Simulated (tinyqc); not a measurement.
Inside a calculation. Model: ballistic Schottky-barrier transistor with a one-dimensional channel, WKB contacts.

tinyqc, about 0.09 s, one thread, Intel Xeon 2.30GHz (shared host): `OMP_NUM_THREADS=1 python tinyqc.py 2390123 2390124 out.jsonl` Printed values are rounded.

Source Fermi level 0, drain Fermi level -Vd. Far from the contacts Ec = pn - psi, and the gate moves psi one to one; the band edges relax as exp(-x/lam) from pn at the source and pn - Vd at the drain; Ev = Ec - Eg. A carrier of energy w inside the channel band meets at a contact a barrier of height D (the contact edge beyond the channel edge): T = 1 for w >= D, else exp(-S), S = 4 lam sqrt(m/C) [sqrt(D - w) - sqrt(w) arctan sqrt((D - w)/w)], C = hbar^2/(2 m0). The two contacts combine as Ts Td/(Ts + Td - Ts Td).

Inputs (values chosen for the exercise); channel values close to those of a silicon nanowire with silicide contacts:

| symbol | value | unit | meaning |
|---|---|---|---|
| T | 300 | K | temperature |
| Eg | 1.12 | eV | band gap |
| pn | 0.7 | eV | barrier for electrons at both contacts |
| mn | 0.2 | m0 | electron mass |
| mp | 0.24 | m0 | hole mass |
| g | 2 |  | valleys or subbands |
| lam | 1.5 | nm | screening length at the contacts |
| Vd | 0.7 | V | drain bias |
| ps | 0.42 | V | band shift psi of the channel by the gate |
| w0 | 0.21 | eV | energy of one carrier inside the channel band |
| wm | 0.46 | eV | upper end of the grid |
| nE | 13 |  | points of the grid |

Constants: q = 1.602176634e-19 C, kB = 1.380649e-23 J/K, hbar = 1.054571817e-34 J s, h = 6.62607015e-34 J s, m0 = 9.1093837015e-31 kg, Vt = kB T/q, hbar^2/(2 m0) = 0.0380998212 eV nm^2. Results are converted to the units shown.

Range of the model: No scattering, image-force lowering, channel charge or band-to-band tunnelling; parabolic kappa overstates S deep in the gap.

## Band edges and barriers

Electrons: Ds = psi, Dd = psi - Vd, Es = Ec, Ed = Ec + Vd. Holes: Ds = -psi, Dd = Vd - psi, Es = -Ev, Ed = -Ev - Vd. The size of each current is taken; both flow from drain to source and add.

Ec = 0.28 eV
Ev = -0.84 eV
D for electrons (eV): source 0.420000, drain -0.280000
D for holes (eV): source -0.420000, drain 0.280000

A negative D is no barrier. Here the holes carry the larger current.

## Transmission of one of the holes

S and T at both contacts for w = w0, and the tunnelling distance lam ln(D/w) at the higher barrier.

S at the source = 0
S at the drain = 0.370933
combined T = 0.690090
tunnelling distance = 0.431523 nm

## Current of the holes on a coarse grid

I = g (2 q^2/h) int T(w) [f(Es + w) - f(Ed + w)] dw, f(y) = 1/(1 + exp(y/Vt)). Electrons: Ds = psi, Dd = psi - Vd, Es = Ec, Ed = Ec + Vd. Holes: Ds = -psi, Dd = Vd - psi, Es = -Ev, Ed = -Ev - Vd. The size of each current is taken; both flow from drain to source and add. Simpson's rule on nE equally spaced w from 0 to wm.

```
point    w (eV)  Ts          Td           T  size of the supply difference
0      0.000000   1  3.46212e-4  3.46212e-4                     0.00442768
1      0.038333   1   0.0204636   0.0204636                     0.00100854
2      0.076667   1   0.0791069   0.0791069                     2.29119e-4
3      0.115000   1    0.192485    0.192485                     5.20195e-5
4      0.153333   1    0.364421    0.364421                     1.18090e-5
5      0.191667   1    0.580601    0.580601                     2.68067e-6
6      0.230000   1    0.805404    0.805404                     6.08518e-7
7      0.268333   1    0.977285    0.977285                     1.38134e-7
8      0.306667   1           1           1                     3.13567e-8
9      0.345000   1           1           1                     7.11801e-9
10     0.383333   1           1           1                     1.61580e-9
11     0.421667   1           1           1                    3.66788e-10
12     0.460000   1           1           1                    8.32614e-11
```

current = 3.50149e-4 uA

A converged quadrature gives 3.509e-4 uA; this grid is 0.21 % below that. 0.100 % of it passes over both barriers, the rest tunnels. The other carrier adds 4.79e-7 uA.
